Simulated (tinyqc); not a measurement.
A particle near a wafer in liquid: double-layer and van der Waals forces (DLVO), deposition barrier and removal: one step, computed by the program tinyqc. Command: `OMP_NUM_THREADS=1 python tinyqc.py 3111317 3111318 out.jsonl dlvo walk`. One thread of a shared host (Intel(R) Xeon(R) Processor @ 2.30GHz), about 0.01 s of CPU time with the checks.

Sphere and flat wall, Derjaguin approximation, constant potentials in the linear-superposition form, no retardation and no hydration force.

Question. Removing an attached particle. Adhesion F_a = A R/(6 h0^2) [1 + a^2/(R h0)] - kappa Z R exp(-kappa h0), a the contact radius. Drag in a shear flow F_d = 1.7 x 6 pi mu R^2 G, acting at 1.4 R; rolling starts when 1.4 R F_d = a F_a. Wall shear stress = mu G.

Inputs (values chosen for the exercise, of the order of those for silicon nitride on silicon in water): particle radius R = 170 nm; Hamaker constant A = 2.8e-20 J; temperature T = 298 K; contact distance h0 = 0.4 nm; contact radius over R = 0.077; viscosity = 0.94 mPa s.

kappa = 0.4790564 1/nm

Z = 12.86275 pN

Give: van der Waals adhesion; net adhesion F_a; wall shear stress for rolling; shear rate G.

Answer.

van der Waals adhesion = 17452 pN

net adhesion F_a = 16588 pN

wall shear stress for rolling = 985.1 Pa

shear rate G = 1.048e+06 1/s
